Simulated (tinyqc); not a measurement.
Effective mass of the conduction band from tabulated energies: one step. Least squares over all points. The numbers come from values chosen for the exercise (band of an eight-band Kane model near GaAs).

c = hbar^2/2m0.
Constants: hbar^2/2m0 = 3.80998211 eV angstrom^2.

Energies along [100], from the band edge:
```
k (1/angstrom)     E (meV)
0.0000000         0.000000
0.0059000         1.977200
0.0118000         7.881300
0.0177000        17.632000
0.0236000        31.101600
0.0295000        48.123200
0.0354000        68.500400
0.0413000        92.018000
0.0472000       118.450500
```

reference mass (curvature of the model at k = 0.0001 1/angstrom) = 0.0670000 m0

Task: Fit E = a k^2 (a = sum k^2 E/sum k^4), then E = a k^2 + b k^4 from the normal equations; E in eV; m = c/a.

Give: sums of k^4, k^6, k^8; sums of k^2 E, k^4 E; a, one term; a and b, two terms; m, one and two terms.

Result:

sums of k^4, k^6, k^8: [1.0629e-05, 1.8853e-08, 3.6245e-11]

sums of k^2 E, k^4 E: [0.00057258, 1.0112e-06]

a, one term = 53.868 eV angstrom^2

a and b, two terms: [56.65, -1570]

m, one and two terms (m0): [0.07073, 0.06725]

The parabola over all points errs by +5.6 % because the weights k^4 favour the outer points; the second term brings the error to +0.4 %.

Program tinyqc; command `OMP_NUM_THREADS=1 python tinyqc.py 1881095 1881096 out.jsonl`; about 0.01 s on one thread of a shared Intel(R) Xeon(R) Processor @ 2.30GHz.
